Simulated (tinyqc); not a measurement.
A particle near a wafer in liquid: double-layer and van der Waals forces (DLVO), deposition barrier and removal: one step, computed by the program tinyqc. Command: `OMP_NUM_THREADS=1 python tinyqc.py 3111791 3111792 out.jsonl dlvo walk`. One thread of a shared host (Intel(R) Xeon(R) Processor @ 2.30GHz), about 0.01 s of CPU time with the checks.

Sphere and flat wall, Derjaguin approximation, constant potentials in the linear-superposition form, no retardation and no hydration force.

Task: Energy and force at one gap. U(h) = Z R exp(-kappa h) - A R/(6 h); F(h) = -dU/dh = kappa Z R exp(-kappa h) - A R/(6 h^2), positive for repulsion.

Inputs (values chosen for the exercise, of the order of those for polymer latex on silicon in water):
```
quantity              value  unit
particle radius R        13    nm
Hamaker constant A  1.4e-20     J
temperature T           298     K
gap h                    13    nm
```

Z = 10.56447 pN

kappa = 0.1411327 1/nm

Constants: k_B = 1.380649e-23 J/K.

Give: double-layer energy; van der Waals energy; U(h); F(h).

Result:

double-layer energy = 5.329 k_B T

van der Waals energy = -0.5671 k_B T

U(h) = 4.762 k_B T

F(h) = 2.915 pN

Caution: kappa R is not large, so the Derjaguin approximation is only rough at gaps of the order of the Debye length.
